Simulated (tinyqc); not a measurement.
Formation energy of a charged point defect from supercell energies: one step, computed by the program tinyqc. Command: `OMP_NUM_THREADS=1 python tinyqc.py 3020526 3020527 out.jsonl formation walk`. One thread of a shared host (Intel(R) Xeon(R) Processor @ 2.30GHz), about 0.01 s of CPU time with the checks.

The host is a compound AB. Making the defect adds n_A = -1, n_B = 0, n_X = 1 atoms to the cell. All total energies are inputs. E_F is counted from the valence-band maximum (VBM); x = 0 is A-rich and x = 1 B-rich growth.

Problem. Concentrations at the given E_F and T. E_f(q, E_F) = E_f(q, 0) + q E_F. c_q = N_s exp(-E_f(q, E_F)/k_B T), with all degeneracy factors one and no vibrational entropy.

Inputs (values chosen for the exercise, for a model compound AB): Fermi level E_F = 4.52 eV; temperature T = 1200 K; site density N_s = 2.4e+22 cm^-3.

Defect: impurity X on an A site. Supercell lattice: fcc.

charge states q: 1  0  -1

E_f(q, 0) (eV): (q=+1) 0.133601, (q=0) 1.848000, (q=-1) 5.746601

Constants: k_B = 8.617333262e-05 eV/K.

Give: Charge states; lowest formation energy; total concentration; mean charge.

Solution.

Charge states:

| q | E_f (eV) | c_q (cm^-3) | share |
|---|---|---|---|
| +1 | 4.654 | 6.854e+02 | 4.038e-15 |
| 0 | 1.848 | 4.159e+14 | 2.450e-03 |
| -1 | 1.227 | 1.693e+17 | 9.975e-01 |

lowest formation energy = 1.227 eV

total concentration = 1.697e+17 cm^-3

mean charge = -0.9975 e

State -1 holds 99.8 % of the defects.
